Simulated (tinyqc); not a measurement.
Worked calculation: Pariser-Parr-Pople SCF with singles CI, for the molecule C=CC=CC=CC=C (SMILES; centres numbered as the heavy atoms are written). One step of it, computed by the program tinyqc.

Task: Iteration 1: Fock matrix. F_rr = H_rr + P_rr gamma_rr / 2 + sum_(s != r) P_ss gamma_rs; F_rs = H_rs - P_rs gamma_rs / 2; E = tr P (H + F) / 2 + core repulsion sum_(r<s) z_r z_s gamma_rs.

P at the start, order 1C, 2C, 3C, 4C, 5C, 6C, 7C, 8C:
```
[[1.000000, 0.862086, 0.000000, -0.367267, 0.000000, 0.263287, 0.000000, -0.229353],
 [0.862086, 1.000000, 0.494818, 0.000000, -0.103980, 0.000000, 0.033934, 0.000000],
 [0.000000, 0.494818, 1.000000, 0.758105, 0.000000, -0.333333, 0.000000, 0.263287],
 [-0.367267, 0.000000, 0.758105, 1.000000, 0.528752, 0.000000, -0.103980, 0.000000],
 [0.000000, -0.103980, 0.000000, 0.528752, 1.000000, 0.758105, 0.000000, -0.367267],
 [0.263287, 0.000000, -0.333333, 0.000000, 0.758105, 1.000000, 0.494818, 0.000000],
 [0.000000, 0.033934, 0.000000, -0.103980, 0.000000, 0.494818, 1.000000, 0.862086],
 [-0.229353, 0.000000, 0.263287, 0.000000, -0.367267, 0.000000, 0.862086, 1.000000]]
```

core matrix H (eV), order 1C, 2C, 3C, 4C, 5C, 6C, 7C, 8C:
```
[[-30.710812, -2.390000, 0.000000, 0.000000, 0.000000, 0.000000, 0.000000, 0.000000],
 [-2.390000, -34.492707, -2.390000, 0.000000, 0.000000, 0.000000, 0.000000, 0.000000],
 [0.000000, -2.390000, -36.637358, -2.390000, 0.000000, 0.000000, 0.000000, 0.000000],
 [0.000000, 0.000000, -2.390000, -37.554208, -2.390000, 0.000000, 0.000000, 0.000000],
 [0.000000, 0.000000, 0.000000, -2.390000, -37.554208, -2.390000, 0.000000, 0.000000],
 [0.000000, 0.000000, 0.000000, 0.000000, -2.390000, -36.637358, -2.390000, 0.000000],
 [0.000000, 0.000000, 0.000000, 0.000000, 0.000000, -2.390000, -34.492707, -2.390000],
 [0.000000, 0.000000, 0.000000, 0.000000, 0.000000, 0.000000, -2.390000, -30.710812]]
```

repulsion gamma_rs (eV), order 1C, 2C, 3C, 4C, 5C, 6C, 7C, 8C:
```
[[10.680000, 5.239476, 3.816260, 2.849798, 2.323202, 1.932491, 1.669889, 1.459696],
 [5.239476, 10.680000, 5.240767, 3.816288, 2.850322, 2.323213, 1.932752, 1.669889],
 [3.816260, 5.240767, 10.680000, 5.238570, 3.816260, 2.849798, 2.323213, 1.932491],
 [2.849798, 3.816288, 5.238570, 10.680000, 5.239768, 3.816260, 2.850322, 2.323202],
 [2.323202, 2.850322, 3.816260, 5.239768, 10.680000, 5.238570, 3.816288, 2.849798],
 [1.932491, 2.323213, 2.849798, 3.816260, 5.238570, 10.680000, 5.240767, 3.816260],
 [1.669889, 1.932752, 2.323213, 2.850322, 3.816288, 5.240767, 10.680000, 5.239476],
 [1.459696, 1.669889, 1.932491, 2.323202, 2.849798, 3.816260, 5.239476, 10.680000]]
```

Centres (angstrom, eV; a flat drawing with bonds scaled to 1.40 angstrom):
```
centre          x          y  core charge z          W   gamma_rr
1C      -4.252000  -0.231000              1  11.420000  10.680000
2C      -3.020000   0.434000              1  11.420000  10.680000
3C      -1.828000  -0.299000              1  11.420000  10.680000
4C      -0.596000   0.367000              1  11.420000  10.680000
5C       0.596000  -0.367000              1  11.420000  10.680000
6C       1.828000   0.299000              1  11.420000  10.680000
7C       3.020000  -0.434000              1  11.420000  10.680000
8C       4.252000   0.231000              1  11.420000  10.680000
```

Give: F; pi energy.

Result:

F (eV), order 1C, 2C, 3C, 4C, 5C, 6C, 7C, 8C:
```
[[-6.080, -4.648, 0.000, 0.523, 0.000, -0.254, 0.000, 0.167],
 [-4.648, -6.080, -3.687, 0.000, 0.148, 0.000, -0.033, 0.000],
 [0.000, -3.687, -6.080, -4.376, 0.000, 0.475, 0.000, -0.254],
 [0.523, 0.000, -4.376, -6.080, -3.775, 0.000, 0.148, 0.000],
 [0.000, 0.148, 0.000, -3.775, -6.080, -4.376, 0.000, 0.523],
 [-0.254, 0.000, 0.475, 0.000, -4.376, -6.080, -3.687, 0.000],
 [0.000, -0.033, 0.000, 0.148, 0.000, -3.687, -6.080, -4.648],
 [0.167, 0.000, -0.254, 0.000, 0.523, 0.000, -4.648, -6.080]]
```

pi energy = -102.414 eV
